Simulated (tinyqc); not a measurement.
# One-dimensional ballistic tunnel FET, two-band WKB: two studies

A p-type source for x < 0 with its Fermi level at 0 and its valence edge at ds; in the channel the bands fall as D exp(-x/lam) towards their flat values, with the conduction edge at Ec = ds - dP and D = dP + Eg. The gate moves dP one to one. The drain Fermi level lies at -Vd and the drain side reflects nothing. For w = E - Ec between 0 and dP an electron crosses the gap. Two-band dispersion with equal masses m: inside the gap kappa = sqrt(m u (1 - u/Eg)/C), u the distance from a band edge, C = hbar^2/(2 m0).

Values chosen for this exercise; band and dielectric values close to those of In0.53Ga0.47As:
- T = 350 K (temperature)
- Eg = 0.736 eV (band gap)
- m = 0.045 m0 (band-edge mass of the two-band model)
- lam = 2.3 nm (screening length of the source junction)
- ds = 0.13 eV (source valence edge above the source Fermi level)
- Vd = 0.3 V (drain bias)
- g = 2 (number of degenerate subbands (spin apart))
- dP = 0.24 eV (tunnelling window Ev(source) - Ec(channel))

Constants: q = 1.602176634e-19 C, kB = 1.380649e-23 J/K, hbar = 1.054571817e-34 J s, h = 6.62607015e-34 J s, m0 = 9.1093837015e-31 kg, Vt = kB T/q, hbar^2/(2 m0) = 0.0380998212 eV nm^2. Results are converted to the units shown.

Each table varies one quantity; the others keep the values above.

## Transfer curve and swing

S(w) = 2 lam int_0^Eg kappa(u) du/(w + Eg - u) = 2 pi lam sqrt(m/(C Eg)) [w + Eg/2 - sqrt(w (w + Eg))], T(w) = exp(-S). I = g (2 q^2/h) int_0^dP T(w) [f(E) - f(E + Vd)] dw, E = ds - dP + w, f(x) = 1/(1 + exp(x/Vt)). Swing = d(dP)/d(log10 I).

Transfer curve and swing:
```
dP (eV)	T(w = dP)	I (uA)	swing (mV/decade)
0.011	0.005098	8.964e-5	15.41
0.016	0.006593	1.705e-4	20.56
0.025	0.009377	3.982e-4	28.48
0.039	0.01401	0.001045	38.47
0.06	0.02161	0.003117	49.94
0.092	0.03444	0.01150	62.84
0.14	0.05564	0.05398	81.91
0.22	0.09359	0.3189	134.3
0.33	0.1466	1.323	234.9
0.51	0.2276	4.594	495.1
```

Read the table: what changes, and by how much?

I rises from 8.96e-5 to 4.59 uA and the swing rises from 15.4 to 495 mV/decade. The thermionic limit is Vt ln 10 = 69.4 mV/decade; the swing stays under it up to dP = 0.092 eV among the rows, where I is 0.0115 uA, 0.25 % of the last row. Leakage below the onset is not in the model. In 2 of the 10 rows S at w = dP is below 2, where a WKB prefactor of 1 is a rough guess.

## Output curve

Same model as above.

Results:
```
Vd (V)	I (uA)
0.02	0.1190
0.09	0.3657
0.16	0.4310
0.31	0.4408
0.38	0.4409
0.45	0.4409
0.53	0.4409
0.6	0.4409
```

Estimate the missing row, Vd = 0.24 V.

Computed row:
```
Vd (V)	I (uA)
0.24	0.4401
```

With this row back in the table: I rises from 0.119 to 0.441 uA; it reaches 95 % of the last value at Vd = 0.16 V among the rows. The drain Fermi level passes the channel conduction edge at Vd = dP - ds = 0.110 V, after which the back flow dies out. The window dP is held fixed.

Program tinyqc, `OMP_NUM_THREADS=1 python tinyqc.py 2620147 2620148 out.jsonl`; Intel Xeon 2.30GHz, shared host, one thread, about 0.01 s.
